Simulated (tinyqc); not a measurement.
# Liquidus of a compound AB in a simple-solution melt, liquid-phase epitaxy and vapour pressures, step by step

A worked calculation. Computed by tinyqc, a small Python program that keeps every step. Command: `OMP_NUM_THREADS=1 python tinyqc.py 3024199 3024200 out.jsonl liq35 walk`. One thread of a shared host (Intel(R) Xeon(R) Processor @ 2.30GHz), about 0.04 s of CPU time with the checks. Intermediate numbers are printed to about 6 digits and carried at full precision; extremes and crossings named in words are read from the listed rows.

x is the atom fraction of B in the melt. The melt is a simple solution: R T ln gamma_B = W (1 - x)^2, R T ln gamma_A = W x^2, W = a + b T. The solid AB is stoichiometric.

Inputs (values chosen for the exercise, modelled on InAs for the melt):

| quantity | value | unit |
|---|---|---|
| melting point T_F | 1215 | K |
| entropy of fusion S_F | 60.9 | J/(mol K) |
| interaction a | 16.8 | kJ/mol |
| interaction slope b | -41.7 | J/(mol K) |
| saturation temperature T | 857 | K |
| step dT | 4.9 | K |
| cooling rate c | 0.94 | K/min |
| growth time t | 0.4 | min |
| diffusivity in the melt D | 2.8e-05 | cm^2/s |
| molar volume of the melt V_L | 16.5 | cm^3/mol |
| lattice constant a0 | 6.058 | angstrom |
| melt depth w | 7.3 | mm |
| heat of evaporation of A | 245 | kJ/mol |
| entropy of evaporation of A | 103 | J/(mol K) |
| heat of evaporation of B as (1/2) B2 | 90.3 | kJ/mol |
| entropy of evaporation of B as (1/2) B2 | 63 | J/(mol K) |

Growth programme: supercooling (step, then ramp).

Constants: R = 8.314462618 J/(mol K); N_A = 6.02214076e+23 1/mol; k_B = 8.617333262e-05 eV/K.

## Solubility on the A-rich side

Liquidus (Vieland): f(x) = R T ln[4 x (1 - x)] + 2 W (1/2 - x)^2 + S_F (T_F - T) = 0. Newton steps with f' = (1 - 2x)[R T/(x (1 - x)) - 2 W], from the dilute estimate x = (1/4) exp[-(S_F (T_F - T) + W/2)/(R T)]; stop below 1e-13; f under 1e-6 shown as 0.

W = -18.9369 kJ/mol

Newton steps:

| step | x | f (J/mol) | f' (J/mol) |
|---|---|---|---|
| 1 | 0.0442798 | 1.28007e+03 | 187984 |
| 2 | 0.0374703 | -9.59672e+01 | 217796 |
| 3 | 0.0379109 | -4.96940e-01 | 215549 |
| 4 | 0.0379133 | -1.33968e-05 | 215538 |
| 5 | 0.0379133 | 0 | 215538 |

solubility x = 0.0379133

The dilute estimate is 1.168 of the root. An ideal melt (W = 0) would dissolve x = 0.0119; the B-rich branch lies at 1 - x.

## Slope of the liquidus

dx/dT = -(df/dT)/f', df/dT = R ln[4 x (1 - x)] + 2 b (1/2 - x)^2 - S_F, f' = (1 - 2x)[R T/(x (1 - x)) - 2 W]. Concentrations: C_L = x N_A/V_L in the melt, C_S = 4/a0^3 in the solid; m = dT/dC_L.

dx/dT = 4.39420e-04 1/K

C_L = 1.38375e+21 1/cm^3

C_S = 1.79917e+22 1/cm^3

slope m = 6.23523e-20 K cm^3

apparent heat of solution k_B T^2 d ln x/dT = 0.733540 eV

## Layer thickness

Semi-infinite melt (Hsieh): step d = 2 dT sqrt(D t/pi)/(C_S m); ramp d = (4/3) c sqrt(D/pi) t^(3/2)/(C_S m); supercooling is their sum. A melt of depth w can give at most w (undercooling)/(C_S m).

thickness d = 1.34301 micrometre

largest thickness from this melt = 34.3323 micrometre

sqrt(D t)/w = 0.0355109

The layer uses 4 % of what the melt could give.

## Three programmes

The formulas are those given above.

Thickness (micrometre):

| t (min) | step | ramp | supercooling | sqrt(D t) (mm) |
|---|---|---|---|---|
| 0.2 | 0.90343 | 2.31082e-02 | 0.9265 | 0.18330 |
| 0.5 | 1.42845 | 9.13432e-02 | 1.5198 | 0.28983 |
| 1.0 | 2.02014 | 2.58358e-01 | 2.2785 | 0.40988 |
| 2.0 | 2.85691 | 7.30746e-01 | 3.5877 | 0.57966 |
| 5.0 | 4.51716 | 2.88853e+00 | 7.4057 | 0.91652 |
| 10.0 | 6.38823 | 8.16999e+00 | 14.5582 | 1.29615 |
| 20.0 | 9.03433 | 2.31082e+01 | 32.1425 | 1.83303 |

Step cooling goes as t^(1/2), ramp cooling as t^(3/2); they are equal at t = 3 dT/(2 c) = 7.82 min. The local exponent of their sum runs from 0.54 to 1.14. Rows with sqrt(D t) above about half the depth of 7.3 mm are overestimates. In the late ramp rows the undercooling is so large that the liquidus slope is not constant.

## Vapour pressures and congruent evaporation

Over the A-rich liquidus: p_A = gamma_A (1 - x) exp(S_A/R - H_A/(R T)), p_B2 = [gamma_B x exp(S_B/R - H_B/(R T))]^2, in bar. Free evaporation is congruent while the A flux over this liquidus is at least the B flux; with A and B2 taken as equal in mass for the estimate, T_c solves p_A = 2 p_B2.

log10 p_A = -9.57098

log10 p_B2 = -9.40511

congruent temperature T_c = 775.385 K

T is above T_c: in vacuum B leaves faster and droplets of A form unless a B flux is supplied.

## The liquidus

The formulas are those given above.

Solubility; ideal: W = 0; dilute: (1/4) exp[-(S_F (T_F - T) + W/2)/(R T)]:

| T (K) | x | ideal | dilute | W (kJ/mol) |
|---|---|---|---|---|
| 608 | 3.88298e-04 | 1.66808e-04 | 3.88657e-04 | -8.5536 |
| 705 | 3.61685e-03 | 1.25117e-03 | 3.66003e-03 | -12.5985 |
| 802 | 1.86354e-02 | 5.78562e-03 | 2.00362e-02 | -16.6434 |
| 899 | 5.93229e-02 | 1.94233e-02 | 7.60009e-02 | -20.6883 |
| 996 | 1.30038e-01 | 5.27256e-02 | 2.22353e-01 | -24.7332 |
| 1094 | 2.29471e-01 | 1.27442e-01 | 5.42146e-01 | -28.8198 |
| 1166 | 3.31269e-01 | 2.42636e-01 | 9.48493e-01 | -31.8222 |
| 1203 | 4.17470e-01 | 3.67280e-01 | 1.23185e+00 | -33.3651 |

x over the ideal value is 2.33 in the first row and 1.14 in the last, and lies between 1.14 and 3.22: W > 0 lowers the solubility and W < 0 raises it, by about exp(-W/(2 R T)) when dilute. The dilute form is within 5 % in 2 of the eight rows. Near T_F the liquidus closes as a parabola about x = 1/2.

Checks made by the program: x against bracketed root finding (relative difference below 1e-10).
